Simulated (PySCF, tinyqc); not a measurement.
A ladder of methods, and size consistency: correlation methods against full CI in the 6-31g basis, for H4, spin multiplicity 1. Computed by the program tinyqc with PySCF. All electrons correlated; +Q is the Davidson correction (1 - c0^2) E_corr. The last columns treat two copies 100 angstrom apart as one system. FCI is the lowest singlet.

Geometry (angstrom):

| atom | x | y | z |
|---|---|---|---|
| H | 0.0000 | 0.0000 | 0.0000 |
| H | 0.0000 | 0.0000 | 1.1560 |
| H | 0.0000 | 0.0000 | 2.6720 |
| H | 0.0000 | 0.0000 | 3.8280 |

RHF energy of one = -2.125024 hartree

Correlation energies (hartree):

| method | E_corr of one | share of FCI (%) | E_corr of two at 100 angstrom | two minus twice one (mhartree) |
|---|---|---|---|---|
| MP2 | -0.045882 | 61.4684 | -0.091765 | 0.0000 |
| CISD | -0.071885 | 96.3044 | -0.134556 | 9.2145 |
| CISD+Q | -0.077193 | 103.4146 | -0.150634 | 3.7511 |
| CCSD | -0.074400 | 99.6739 | -0.148801 | 0.0000 |
| CCSD(T) | -0.074585 | 99.9212 | -0.149170 | 0.0000 |
| FCI | -0.074644 | 100.0000 | - | - |

What does the comparison show, and why?

MP2 recovers 61 %, CISD 96.3 % and CCSD 99.7 % of the FCI value (c0^2 = 0.926 in CISD). MP2 and coupled cluster are size consistent, so their last column vanishes; CISD loses 9.21 mhartree, since a double excitation on each copy is a quadruple of the pair, and the Davidson correction leaves +3.75. The restricted reference is unstable here: a spin-polarised solution lies 0.0001 hartree lower (PySCF), so results built on it describe a poor reference.
